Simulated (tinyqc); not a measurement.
Implant damage, amorphisation by cascade overlap, and solid-phase epitaxial regrowth: one step, computed by the program tinyqc. Command: `OMP_NUM_THREADS=1 python tinyqc.py 3111858 3111859 out.jsonl sper walk`. One thread of a shared host (Intel(R) Xeon(R) Processor @ 2.30GHz), about 0.01 s of CPU time with the checks.

Range and width of the damage are inputs. Dynamic annealing enters only through the surviving share f.

Task: Overlap model. Gibbons model: a point turns amorphous after n + 1 hits; with y = A_i Q the amorphous share is 1 - exp(-y) sum_(k=0..n) y^k/k!. Doses are set by y.

Inputs (values chosen for the exercise, modelled on antimony ions in germanium): overlaps needed n = 2; area amorphised by one track A_i = 0.74 nm^2.

Give: the table «Amorphous share» with the columns Q (1/cm^2), direct impact (n = 0), given n, for y = 0.1, 0.3, 0.6, 1.0, 2.0, 3.0, 5.0, 8.0.

Result:

Amorphous share:
```
y    Q (1/cm^2)  direct impact (n = 0)     given n
0.1  1.3514e+13                0.09516  1.5465e-04
0.3  4.0541e+13                0.25918  3.5995e-03
0.6  8.1081e+13                0.45119  2.3115e-02
1.0  1.3514e+14                0.63212  8.0301e-02
2.0  2.7027e+14                0.86466  3.2332e-01
3.0  4.0541e+14                0.95021  5.7681e-01
5.0  6.7568e+14                0.99326  8.7535e-01
8.0  1.0811e+15                0.99966  9.8625e-01
```

At small y the share grows as y^3; between the first rows the exponent is 2.86.
